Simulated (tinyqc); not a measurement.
What moves the results: donor near an oxide interface in a gate field (two-state model). A value that a table varies takes the place of the one given here.

Interface at z = 0 (hard wall), donor at z = d, field F pulling electrons to the interface: potential e F z; 1 kV/cm = 1e-5 eV/angstrom, c = hbar^2/2m0, q = e^2/(4 pi eps0), Q = (eps - eo)/(eps + eo). Donor state: E_D = e F d - ED - q Q/(4 eps d), the last term joining the images of ion and electron. Interface state: z exp(-b z/2) exp(-rho^2/(2 L^2)) with E_z = c b^2/(4 mz) + 3 e F/b + q Q b/(8 eps), minimised over b; in the plane at z = 3/b the ion (distance D = d - 3/b) and its image (D' = d + 3/b) give E_rho = c/(mt L^2) - (q/eps)(sqrt(pi)/L)[erfcx(D/L) + Q erfcx(D'/L)], erfcx(x) = exp(x^2) erfc(x), minimised over L. E_I = E_z + E_rho.

The two states couple by t = t0 exp(-D/aD) with t0 = q/(eps aD) (2 aD/L) sqrt(aD b/2) v, v a valley factor; this form is an estimate. With detuning u = E_D - E_I the splitting is sqrt(u^2 + 4 t^2) and the lower state has weight (1 - u/sqrt(u^2 + 4 t^2))/2 on the donor.

Constants: hbar^2/2m0 = 3.80998211 eV angstrom^2; e^2/(4 pi eps0) = 14.39964547 eV angstrom.

Inputs chosen for the exercise (near those of a donor in Si below Si3N4, static dielectric constants; not measured data): d = 140 angstrom (depth of the donor); ED = 31.7 meV (bulk binding energy); mz = 0.911 m0 (mass across the interface); mt = 0.194 m0 (mass in the plane); eps = 11.5 (dielectric constant of the semiconductor); eo = 7.5 (dielectric constant of the oxide); aD = 20.5 angstrom (donor radius); v = 0.59 (valley factor); Fl = (29.883, 30.934, 31.354, 31.565, 31.775, 32.195, 33.246) kV/cm (fields); dl = (65, 90, 120, 155, 200, 250) angstrom (depths).

## Sweeping the field

Both levels, the splitting, the donor weight and the mean depth w d + (1 - w) 3/b.

Results:
```
F (kV/cm)  E_D (meV)  E_I (meV)  splitting (meV)  donor weight  mean depth (angstrom)
29.883         9.665     11.266             1.61         0.996                  139.6
30.934        11.137     11.739            0.637         0.972                  137.3
31.354        11.725     11.926            0.289         0.848                  125.1
31.565        12.020     12.020            0.207         0.499                   90.8
31.775        12.314     12.113            0.288         0.150                   56.4
32.195        12.902     12.298            0.638         0.026                   44.0
33.246        14.374     12.757             1.63         0.004                   41.3
```

E_D rises by 1.40 and E_I by 0.44 meV per kV/cm, so they cross once, near 31.6 kV/cm, where the splitting is 2t = 0.207 meV. The donor weight passes from 0.85 to 0.15 while the detuning goes from -2t to 2t, a window of 0.43 kV/cm or 1.4 % of the field; across the table the charge moves by 98 angstrom.

## Depth of the donor

Critical field, and the coupling, E_rho and L at that field.

Results:
```
d (angstrom)  critical field (kV/cm)  e F d/ED  t (meV)  E_rho (meV)  L (angstrom)
65                              80.6     1.653      4.7       -18.25            57
90                              53.5     1.520      1.3       -13.49            73
120                             37.8     1.433     0.28       -10.31            91
155                             28.0     1.371    0.049        -8.11           110
200                             20.9     1.320   0.0055        -6.38           132
250                             16.2     1.281  0.00048        -5.17           156
```

The critical field falls from 81 to 16 kV/cm, with exponent -1.19 in d, while t drops by a factor 9.8e+03, about e for each 21 angstrom at the end (aD = 20.5). One lattice plane (1.36 angstrom) of misplacement changes t by 6 % and the critical field by about 1.3 % at 120 angstrom.

## What each parameter does

Critical field (E_D = E_I), and t and L there. Each row changes one parameter from the base and keeps the others.

Results:
```
case                critical field (kV/cm)  t (meV)  L (angstrom)
base                                  31.6    0.103         101.7
d = 130 angstrom                      34.4    0.170          96.3
ED = 37.7 meV                         37.7   0.0929         103.1
aD = 22.6 angstrom                    31.6    0.169         101.7
mz = 0.774 m0                         32.4    0.111         100.8
mt = 0.223 m0                         31.3    0.110          96.3
eo = 11.2                             30.2   0.0929         105.5
eps = 12.2                            32.2   0.0949         103.8
```

The largest shifts from the base row, up to three for each result and ties (the steps differ in size, so this ranks the rows, not the parameters). critical field (kV/cm): ED +6.2, d +2.9, eo -1.4; unchanged at the printed digits by aD. t (meV): d +0.0663, aD +0.0660, ED -0.0104. L (angstrom): mt -5.4, d -5.4, eo +3.8; unchanged at the printed digits by aD.

Run: tinyqc, `OMP_NUM_THREADS=1 python tinyqc.py 1281954 1281955 out.jsonl`; Intel(R) Xeon(R) Processor @ 2.30GHz, one thread, shared host; about 0.05 s of CPU time with all checks.
